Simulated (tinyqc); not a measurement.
Carrier lifetime of a p-type layer with SRH, radiative, Auger and surface recombination: lifetime against injection.

Uniform excess density dn = dp (no trapping), n = n0 + dn, p = p0 + dn, Boltzmann statistics, full ionisation. Surfaces enter as a rate 2 S dn/d, which holds while diffusion to them is fast.

ni = sqrt(Nc Nv) exp(-Eg/(2 Vt)), Eg in volts; majority density N/2 + sqrt(N^2/4 + ni^2), n0 p0 = ni^2; n1 = Nc exp(-Et/Vt), p1 = Nv exp((Et - Eg)/Vt); tn0 = 1/(sn vth Nt), tp0 = 1/(sp vth Nt). With e = n p - ni^2 = dn (n0 + p0 + dn): U_SRH = e/(tp0 (n + n1) + tn0 (p + p1)), U_rad = B e, U_Aug = (Cn n + Cp p) e, U_s = 2 S dn/d. Each tau is dn over its rate; tau = dn/U with U the sum.

Inputs (values chosen for the exercise); band and dielectric values those of a made-up semiconductor:
- T = 300 K (temperature)
- Eg = 1.27 eV (band gap)
- Nc = 4.53e17 cm^-3 (conduction-band density of states at T)
- Nv = 1.06e19 cm^-3 (valence-band density of states at T)
- B = 8.63e-10 cm^3/s (radiative coefficient)
- N = 8.9e16 cm^-3 (acceptor density)
- Cn = 1.9e-30 cm^6/s (Auger coefficient (two electrons))
- Cp = 3.4e-30 cm^6/s (Auger coefficient (two holes))
- Nt = 3.7e11 cm^-3 (trap density)
- sn = 6e-14 cm^2 (capture cross-section for electrons)
- sp = 5e-15 cm^2 (capture cross-section for holes)
- vth = 1.5e7 cm/s (thermal velocity (both carriers))
- Et = 0.53 eV (trap level below the conduction band)
- S = 40 cm/s (surface recombination velocity (both faces))
- d = 2 um (sample thickness)

Constants: q = 1.602176634e-19 C, kB = 1.380649e-23 J/K, Vt = kB T/q. Results are converted to the units shown.

The same in every row: tau_s (s) = 2.500e-6.

Results:
```
dn (cm^-3)  tau_SRH (s)  tau_rad (s)  tau_Aug (s)    tau (s)  radiative share (%)  largest path
1e11           3.003e-6     1.302e-8     3.713e-5   1.289e-8                99.02     radiative
1e12           3.003e-6     1.302e-8     3.713e-5   1.289e-8                99.02     radiative
1e13           3.007e-6     1.302e-8     3.712e-5   1.289e-8                99.02     radiative
1e14           3.043e-6     1.301e-8     3.702e-5   1.288e-8                99.03     radiative
1e16           6.643e-6     1.170e-8     2.841e-5   1.162e-8                99.32     radiative
1e17           2.207e-5     6.131e-9     6.355e-6   6.108e-9                99.63     radiative
1e18           3.609e-5     1.064e-9     1.639e-7   1.057e-9                99.31     radiative
1e19           3.872e-5    1.149e-10     1.860e-9  1.082e-10                94.18     radiative
```

Estimate the missing row, dn = 1e15 cm^-3.

Computed row:
```
dn (cm^-3)  tau_SRH (s)  tau_rad (s)  tau_Aug (s)   tau (s)  radiative share (%)  largest path
1e15           3.403e-6     1.287e-8     3.609e-5  1.276e-8                99.08     radiative
```

With this row back in the table: Radiative recombination leads at dn = 1e11 and in all other rows. The total lifetime falls from 1.29e-8 to 1.08e-10 s. tau_SRH goes from 3.00e-6 s (low-injection limit 3.00e-6 s) to 3.87e-5 s (high-injection limit tn0 + tp0 = 3.90e-5 s). Between the last two rows tau_rad goes as dn^(-0.97) and tau_Aug as dn^(-1.95); the radiative share goes from 99.0 through a maximum of 99.6 (at dn = 1e17 among the rows listed) to 94.2 %. For dn = 1e18, 1e19 the carriers are degenerate, where B and the Auger coefficients no longer stay constant.

Numbers from tinyqc (`OMP_NUM_THREADS=1 python tinyqc.py 2300009 2300010 out.jsonl`; about 0.01 s on one thread of a shared Intel Xeon 2.30GHz).
